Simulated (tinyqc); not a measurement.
# Free and trapped electrons in a MOS channel with a dense trap tail: free and trapped charge against gate voltage

p-type body, charge-sheet picture, full ionisation (an idealisation for deep acceptors), Boltzmann statistics for free electrons. e = Ec - EF at the surface. Acceptor-like traps of density D(E) = D0 + De exp(-E/Ew) at depth E below Ec, from 0 to Eu, hold n_t = integral of D(E)/(1 + exp((e - E)/Vt)). psi = Eg - Vt ln(Nv/Na) - e; N_dep = sqrt(2 eps0 eps_r Na (psi - Vt)/q); n_f = sqrt(N_dep^2 + 2 eps0 eps_r Vt Nc exp(-e/Vt)/q) - N_dep; Vg = Vfb + psi + q (N_dep + n_t + n_f)/Cox, Cox = eps0 eox/tox.

Free share n_f/(n_f + n_t); swing ln 10 n_f/(dn_f/dVg); field-effect mobility mf q (dn_f/dVg)/Cox, for a constant mf; oxide field q (N_dep + n_t + n_f)/(eps0 eox).

Inputs (values chosen for the exercise); band and dielectric values close to those of 4H silicon carbide:
- T = 300 K (temperature)
- Eg = 3.28 eV (band gap)
- eps_r = 9.84 (relative permittivity)
- Nc = 1.68e19 cm^-3 (conduction-band density of states at T)
- Nv = 2.52e19 cm^-3 (valence-band density of states at T)
- eox = 3.9 (relative permittivity of the insulator)
- tox = 36 nm (insulator thickness)
- Na = 4.9e16 cm^-3 (acceptor density)
- Vfb = -2.49 V (flat-band voltage without trapped charge)
- D0 = 2.9e11 cm^-2 eV^-1 (constant background density of acceptor-like traps)
- De = 5e12 cm^-2 eV^-1 (density of the tail at the conduction edge)
- Ew = 0.08 eV (decay energy of the tail)
- Eu = 0.94 eV (depth below Ec down to which the traps reach)
- mf = 80 cm^2/(V s) (mobility of free electrons)

Constants: q = 1.602176634e-19 C, kB = 1.380649e-23 J/K, Vt = kB T/q, eps0 = 8.8541878128e-14 F/cm where lengths are in cm. Results are converted to the units shown.

Result of one run:
```
e (eV),n_f (cm^-2),n_t (cm^-2),free share (%),swing (mV/decade),field-effect mobility (cm^2/(V s)),oxide field (MV/cm)
0.1047,3.219e10,3.679e11,8.046,384.9,25.74,0.7711
```

Which gate voltage Vg gave this result: 2.5, 3.3, 4, 6.1 or 8.2 V?

Vg = 3.3 V.

The whole series:
```
Vg (V),e (eV),n_f (cm^-2),n_t (cm^-2),free share (%),swing (mV/decade),field-effect mobility (cm^2/(V s)),oxide field (MV/cm)
2.5,0.3982,4.034e5,1.604e11,2.515e-4,115.1,0.001078,0.6304
3.3,0.1047,3.219e10,3.679e11,8.046,384.9,25.74,0.7711
4,0.04651,2.766e11,4.955e11,35.82,1427,59.63,0.9494
4.7,0.02273,6.175e11,5.545e11,52.69,2754,68.98,1.137
5.4,0.007591,9.906e11,5.883e11,62.74,4175,73.00,1.327
6.1,-0.003678,1.379e12,6.097e11,69.35,5646,75.17,1.519
6.8,-0.01273,1.777e12,6.240e11,74.01,7149,76.47,1.711
7.5,-0.02032,2.180e12,6.341e11,77.46,8676,77.30,1.903
8.2,-0.02687,2.586e12,6.414e11,80.13,1.022e4,77.86,2.096
```

n_f reaches 1e11 cm^-2 at Vg = 3.55 V, against 2.84 V without traps. The free share rises from 2.51e-4 to 80.1 % and the field-effect mobility rises from 0.00108 to 77.9 cm^2/(V s), although mf = 80 is constant: in the last row 97.3 % of Cox dVg goes into free electrons. The swing in the first row is 115 mV a decade (Vt ln 10 = 59.5). For Vg = 4, 4.7, 5.4, 6.1, 6.8, 7.5, 8.2 EF lies less than 2 Vt below the band edge, or above it, where degeneracy and confinement, left out, matter.

Program tinyqc, `OMP_NUM_THREADS=1 python tinyqc.py 2222040 2222041 out.jsonl`; Intel Xeon 2.30GHz, shared host, one thread, about 0.02 s.
